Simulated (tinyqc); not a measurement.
MOS capacitor on a p-type substrate, surface potential from the exact charge relation: one step of the calculation.

Uniform p-type substrate, Boltzmann statistics, full ionisation, classical densities. psi is the surface potential against the body (positive when the bands bend down) and u = psi/Vt. Traps are spread evenly over the gap and neutral at flat band, so their charge is -q Dit psi; the minority quasi-Fermi level is shifted by Vb.

Task. Charges, field and capacitances at the solution. ni = sqrt(Nc Nv) exp(-Eg/(2 Vt)), Eg in volts; phiF = Vt ln(N/ni); Cox = eps0 eox/tox; Vfb = phiM - chi - (Eg - Vt ln(Nv/N)) - q Nf/Cox; Q0 = sqrt(2 eps0 eps_r q N Vt); r = (ni/N)^2 exp(-Vb/Vt); VT = Vfb + [(2 phiF + Vb)(1 + q Dit/Cox) + sqrt(2 eps0 eps_r q N (2 phiF + Vb))/Cox].

u = psi/Vt; F^2 = exp(-u) + u - 1 + r (exp(u) - u - 1); Qs = -sign(u) Q0 F; Cs = -dQs/dpsi = (Q0/Vt) |1 - exp(-u) + r (exp(u) - 1)|/(2 F). Low frequency: 1/C_LF = 1/Cox + 1/(Cs + q Dit). High frequency, in the simple estimate in which traps and minority carriers do not follow: 1/C_HF = 1/Cox + 1/Cd, Cd being Cs with r = 0 at the same psi. Minority sheet density N_inv = (Q0/(2 q)) int_0^u r (exp(t) - 1)/F(t) dt for u > 0. Oxide field |Qs - q Dit psi + q Nf|/(eps0 eox).

Inputs (values chosen for the exercise); band and dielectric values close to those of silicon: temperature T = 273 K; band gap Eg = 1.11 eV; relative permittivity eps_r = 11.9; conduction-band density of states at T Nc = 2.4e19 cm^-3; valence-band density of states at T Nv = 2.32e19 cm^-3; acceptor density of the substrate N = 1.3e18 cm^-3; relative permittivity of the gate insulator (close to zirconium oxide) eox = 25.3; insulator thickness tox = 6.6 nm; fixed charge at the interface, in units of q Nf = 4e10 cm^-2; density of interface traps Dit = 0 cm^-2 eV^-1; reverse bias of the inversion layer against the body Vb = 0 V.

Constants: q = 1.602176634e-19 C, kB = 1.380649e-23 J/K, Vt = kB T/q, eps0 = 8.8541878128e-14 F/cm where lengths are in cm. Results are converted to the units shown.

converged psi = 1.1365577 V

Find: Qs; N_inv; oxide field; Cs; C_LF/Cox; C_HF/Cox.

Result.

Qs = -3318 nC/cm^2
N_inv = 1.645e13 cm^-2
oxide field = 1.478 MV/cm
Cs = 67.45 uF/cm^2
C_LF/Cox = 0.9521
C_HF/Cox = 0.08468

The surface is in strong inversion (borders at |psi| = 0, phiF + Vb and 2 phiF + Vb = 0.974 V). Minority carriers make up 79.4 % of Qs.

Program tinyqc, `OMP_NUM_THREADS=1 python tinyqc.py 2060080 2060081 out.jsonl`; Intel Xeon 2.30GHz, shared host, one thread, about 0.01 s.
